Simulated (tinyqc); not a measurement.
From results back to parameters: static screening by free carriers. Two cases, with inputs chosen for the exercise.

Problem. At zero temperature the gas shows Friedel oscillations of period pi/kF and a Thomas-Fermi length 1/qTF; n and m are hidden.

kF = (3 pi^2 n/Mv)^(1/3), EF = c kF^2/m with c = hbar^2/2m0, n in 1/angstrom^3 (1e-24 per 1/cm^3), e2 = e^2/(4 pi eps0). Thomas-Fermi: qTF^2 = 6 pi e2 n/(eps EF). Debye: qD^2 = 4 pi e2 n/(eps kB T).

Constants: hbar^2/2m0 = 3.80998211 eV angstrom^2; e^2/(4 pi eps0) = 14.39964547 eV angstrom.

Case 1.

Values chosen (out of a larger set: near those of GaAs; not measured data): Mv = 1 (valleys); eps = 13 (background dielectric constant).

period = 69.6448 angstrom
1/qTF = 42.4401 angstrom

Case 2.

Values chosen (out of a larger set: a free-electron density near that of Cu; not measured data): Mv = 1 (valleys); eps = 1 (background dielectric constant).

period = 2.30960 angstrom
1/qTF = 0.552763 angstrom

Find: kF; n; m.

Solution. kF = pi/period and n = Mv kF^3/(3 pi^2); qTF^2 = 2 e2 Mv m kF/(pi eps c) then gives m.

Case 1.

kF = 0.04511 1/angstrom
n = 3.10e+18 1/cm^3
m = 0.067 m0

Case 2.

kF = 1.360 1/angstrom
n = 8.50e+22 1/cm^3
m = 1.000 m0

Computed by tinyqc, one run a case: `OMP_NUM_THREADS=1 python tinyqc.py N N+1 out.jsonl` with N = 1650913, 1650930; one thread of a shared Intel(R) Xeon(R) Processor @ 2.30GHz, about 0.01 s a run at most.
